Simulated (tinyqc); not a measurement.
Ionisation and resistivity against doping: donors with valley-orbit split 1s states.

Each donor binds at most one electron, in any of its states. For a site s, W_s = sum over its states of g exp(E/kT), and the ionised share is 1/(1 + W_s exp(eta)), eta = (EF - Ec)/kT; n = Nc F_1/2(eta); neutrality n + NA = ND x (mean ionised share); holes are neglected. Nc from N = 2 (m kB T/(4 pi c))^(3/2) with c = hbar^2/2m0, in 1/angstrom^3; times 1e24 for 1/cm^3, m = md. F_j(eta) = (1/Gamma(j + 1)) integral_0^infinity x^j dx/(1 + exp(x - eta)), which tends to exp(eta) for eta << 0.

Mobility (Caughey-Thomas form): mu = mu0 + (mu1 (T/300)^(-ga) - mu0)/(1 + ((ND + NA)/Nr)^de); rho = 1/(e n mu), e = 1.602176634e-19 C.

Constants: hbar^2/2m0 = 3.80998211 eV angstrom^2; kB = 8.617333262e-05 eV/K.

Inputs chosen for the exercise (near those of P in Si; not measured data): md = 1.046 m0 (density-of-states mass of the conduction band); E = (46.7, 34.9, 33.2) meV (binding energies of 1s(A1), 1s(T2), 1s(E)); g = (2, 6, 4) (their degeneracies with spin); T = 400 K; mu0 = 60 cm^2/(V s) (mobility at heavy doping); mu1 = 1436 cm^2/(V s) (mobility at light doping and 300 K); Nr = 1.1e+17 1/cm^3 (reference doping); de = 0.72 (doping exponent); ga = 2.3 (temperature exponent).

NA = 0.

Results:

| ND (1/cm^3) | n (1/cm^3) | n/ND | mu (cm^2/(V s)) | rho (ohm cm) | rho at full ionisation |
|---|---|---|---|---|---|
| 1.0e+14 | 1.00e+14 | 1.000 | 737 | 84.7 | 84.7 |
| 1.0e+15 | 9.99e+14 | 0.999 | 719 | 8.69 | 8.69 |
| 1.0e+16 | 9.92e+15 | 0.992 | 638 | 0.986 | 0.978 |
| 3.0e+16 | 2.93e+16 | 0.976 | 549 | 0.388 | 0.379 |
| 1.0e+17 | 9.28e+16 | 0.928 | 412 | 0.163 | 0.151 |
| 3.0e+17 | 2.48e+17 | 0.827 | 283 | 0.0890 | 0.0736 |
| 1.0e+18 | 6.47e+17 | 0.647 | 175 | 0.0550 | 0.0356 |
| 2.0e+18 | 1.06e+18 | 0.528 | 135 | 0.0438 | 0.0231 |

What can be read from this table?

From 1e16 to 1e18 1/cm^3 rho falls by a factor 17.9, not 100: the mobility takes a factor 3.64 and incomplete ionisation 1.53. n/ND is below 0.9 from 3e+17 1/cm^3 on. From a few times 1e18 1/cm^3 on, depending on the dopant, the levels merge with the band, and already below that screening lowers the binding energy, so the last rows understate n.

tinyqc: `OMP_NUM_THREADS=1 python tinyqc.py 1650134 1650135 out.jsonl`; about 0.02 s, one thread, shared Intel(R) Xeon(R) Processor @ 2.30GHz.
